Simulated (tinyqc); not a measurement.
Gate-all-around wire, scale length and short-channel effects: two steps of the calculation.

A round wire of diameter ts in an insulator shell of thickness ti under a surrounding gate. Below threshold the potential that source and drain add obeys Laplace's equation and vanishes on the gate. Its lowest mode decays along the channel as exp(-k y); k is the smallest positive root of the matching condition at the interface, and the scale length is Lambda = pi/k.

Values chosen for this exercise; permittivities: semiconductor close to that of silicon, insulator close to that of silicon dioxide: relative permittivity of the semiconductor eps_r = 11.9; relative permittivity of the insulator ei = 3.75; insulator thickness ti = 1.5 nm; wire diameter ts = 3.8 nm.

Task 1. Scan of the matching condition. f(k) = ei J0(u)[J1(u) Y0(v) - Y1(u) J0(v)] - eps_r J1(u)[J0(u) Y0(v) - Y0(u) J0(v)], u = k ts/2, v = u + k ti.

k, point 0 to 7 (1/nm): 0.08125  0.1625  0.24375  0.325  0.40625  0.4875  0.56875  0.65

Wanted: f(k).

Result 1.

f(k), point 0 to 7: 14.94  6.70  3.64  1.92  0.77  -0.06  -0.66  -1.10

The first change of sign lies between k = 0.40625 and 0.4875 1/nm.

Task 2. Decay constant by Newton steps. f(k) = ei J0(u)[J1(u) Y0(v) - Y1(u) J0(v)] - eps_r J1(u)[J0(u) Y0(v) - Y0(u) J0(v)], u = k ts/2, v = u + k ti; f' by a central difference with +/- 1e-5 1/nm; k(new) = k - f/f'.

k at the start = 0.4875 1/nm

Find: f; f'; k after iteration 1.

Result 2.

f = -0.05533
f' = -8.660 nm
k after iteration 1 = 0.4811 1/nm

Numbers from tinyqc (`OMP_NUM_THREADS=1 python tinyqc.py 2420027 2420028 out.jsonl`; about 0.01 s on one thread of a shared Intel Xeon 2.30GHz).
